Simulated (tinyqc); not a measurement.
Electron mobility in a silicon inversion layer, empirical terms and Matthiessen rule: two steps of the calculation.

Inversion layer of sheet density Ns on a uniformly doped body, under a high-permittivity gate with an interlayer. The mobility terms are empirical power laws with prefactors chosen for the exercise; adding their inverses (Matthiessen) is itself an approximation.

Values chosen for this exercise; material values close to those of silicon:

| symbol | value | unit | meaning |
|---|---|---|---|
| T | 350 | K | temperature |
| Eg | 1.11 | eV | band gap |
| eps_r | 11.6 |  | relative permittivity of the semiconductor |
| Nc | 3.55e19 | cm^-3 | conduction-band density of states at T |
| Nv | 3.4e19 | cm^-3 | valence-band density of states at T |
| Nb | 2.3e18 | cm^-3 | body doping |
| Vsb | 1 | V | reverse body bias |
| eta | 0.5 |  | weight of the inversion charge in the effective field |
| Ap | 424 | cm^2/(V s) | phonon-limited mobility at 1 MV/cm and 300 K |
| As | 831 | cm^2/(V s) | roughness-limited mobility at 1 MV/cm |
| gs | 2 |  | exponent of the roughness term |
| Ac | 3800 | cm^2/(V s) | Coulomb prefactor |
| Nit | 4.5e10 | cm^-2 | charge at the interface |
| Ar | 230 | cm^2/(V s) | remote-phonon mobility without interlayer |
| ti | 0.6 | nm | interlayer thickness |
| lr | 0.7 | nm | decay length of remote phonons |
| Ns | 3.2e12 | cm^-2 | inversion density |
| WL | 10 |  | ratio W/L |
| Vd | 0.01 | V | drain voltage |
| I | 6.02 | uA | measured linear current |

Constants: q = 1.602176634e-19 C, kB = 1.380649e-23 J/K, Vt = kB T/q, eps0 = 8.8541878128e-14 F/cm where lengths are in cm. Results are converted to the units shown.

Task 1. Depletion charge and effective field. ni = sqrt(Nc Nv) exp(-Eg/(2 Vt)), Eg in volts; Ndep = sqrt(2 eps0 eps_r Nb (2 Vt ln(Nb/ni) + Vsb)/q); E = q (Ndep + eta Ns)/(eps0 eps_r), in MV/cm.

Give: ni; Ndep; E.

Result 1.

ni = 3.5416e11 cm^-3
Ndep = 7.5757e12 cm^-2
E = 1.4313 MV/cm

The depletion charge gives 82.6 % of the field.

Task 2. Inversion density for the measured current. I = (W/L) q Ns mu Vd. E = q (Ndep + eta Ns)/(eps0 eps_r) in MV/cm. With t = T/(300 K): muC = Ac (Ns/1e12 cm^-2) t/(Nb/1e17 cm^-3 + Nit/1e11 cm^-2), muP = Ap E^(-1/3) t^(-1.75), muS = As E^(-gs), muR = Ar exp(2 ti/lr)/t; 1/mu is the sum of the inverses. Ns(new) = I/((W/L) q mu Vd).

Ns at the start = 1.6e12 cm^-2
Ndep = 7.5757152e12 cm^-2

Wanted: E; mu; Ns after iteration 1.

Result 2.

E = 1.307 MV/cm
mu = 103.6 cm^2/(V s)
Ns after iteration 1 = 3.626e12 cm^-2

tinyqc, about 0.01 s, one thread, Intel Xeon 2.30GHz (shared host): `OMP_NUM_THREADS=1 python tinyqc.py 2510062 2510063 out.jsonl`
